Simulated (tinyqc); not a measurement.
# Index ratio and exit index from two stacks

Inverse problem. A quarter-wave stack has T0 = 4 y/(1 + y)^2 with y = (ns/n0)(nH/nL)^(2 N), and y > 1 here. Find nH/nL and ns/n0.

T0 for N = 2 and 4 pairs (%): [7.971999807, 0.2584101184]

Answer. sqrt(1 - T0) = |1 - y|/(1 + y) gives y for each stack; two more pairs multiply y by (nH/nL)^4.

nH/nL = 2.38
ns/n0 = 1.50

tinyqc, about 0.01 s, one thread, Intel Xeon 2.30GHz (shared host): `OMP_NUM_THREADS=1 python tinyqc.py 2650129 2650130 out.jsonl`
